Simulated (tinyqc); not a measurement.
Bloch-Grueneisen resistivity of a metal. From one set of inputs to another, one input at a time. Computed by tinyqc, a small Python program. Command: `OMP_NUM_THREADS=1 python tinyqc.py 3020705 3020706 out.jsonl bg ladder`. One thread of a shared host (Intel(R) Xeon(R) Processor @ 2.30GHz), about 0.01 s of CPU time with the checks.

Electrons scatter from a Debye spectrum of phonons (n = 5 for scattering within one band, n = 3 for scattering into a second, heavy band) and from static defects.

The inputs printed are set A. Set A is modelled on gold; the values taken over come from a set modelled on nickel. Inputs not listed in the table keep their values of set A, so the rows need not describe a real material.

Inputs (values chosen for the exercise, modelled on gold):
```
quantity                      value         unit
exponent n                        5            -
Debye temperature Theta         173            K
transport coupling lambda_tr   0.18            -
Drude plasma energy hbar w_p    9.2           eV
residual resistivity rho_0      0.4  microohm cm
temperature T                   600            K
```

Addition: none.

Constants: k_B = 1.380649e-23 J/K; hbar = 1.054571817e-34 J s; eps_0 = 8.8541878128e-12 F/m; hbar = 6.582119569e-16 eV s; k_B = 8.617333262e-05 eV/K.

Method:
- rho_ph = (n - 1) rho_1 (T/Theta)^n J_n(Theta/T), with rho_1 = 2 pi lambda_tr k_B Theta/(hbar eps_0 w_p^2), the high-temperature line at T = Theta.
- J_n(y) = int_0^y x^n e^x/(e^x - 1)^2 dx, by 96 Gauss-Legendre points (upper limit at most 60).
- Matthiessen's rule: rho = rho_0 + rho_ph.
- Temperature coefficient (1/rho) d rho/dT by a central difference of +/- 0.5 K; residual ratio rho(295 K)/rho(4.2 K); scattering time tau = 1/(eps_0 w_p^2 rho); Wiedemann-Franz kappa = L_0 T/rho, L_0 = (pi^2/3)(k_B/e)^2.

Each row keeps all changes above it:
```
input moved                               from    to  resistivity rho (microohm cm)  residual resistance ratio  phonon resistivity rho_ph (microohm cm)
set A                                        -     -                           5.51                       7.19                                     5.11
residual resistivity rho_0 (microohm cm)   0.4  0.14                           5.25                      18.70                                     5.11
Debye temperature Theta (K)                173   388                           5.16                      17.41                                     5.02
Drude plasma energy hbar w_p (eV)          9.2   5.9                          12.34                      40.90                                    12.20
temperature T (K)                          600   295                           5.73                      40.90                                     5.59
transport coupling lambda_tr              0.18  0.22                           6.97                      49.77                                     6.83
```

Where does the difference come from?

Resistivity rho goes from 5.51 to 6.97, a factor 1.26 in all. The largest single move comes from Drude plasma energy hbar w_p (a factor 2.39), and temperature T works against it (a factor 0.464). Residual resistance ratio goes from 7.19 to 49.8, a factor 6.92 in all. The largest single move comes from residual resistivity rho_0 (a factor 2.60). Phonon resistivity rho_ph goes from 5.11 to 6.83, a factor 1.34 in all. The largest single move comes from Drude plasma energy hbar w_p (a factor 2.43), and temperature T works against it (a factor 0.458). The single moves hold for this order of the switches; the total does not depend on the order.

Extremes, crossings and ranges named in words are read from the listed rows.
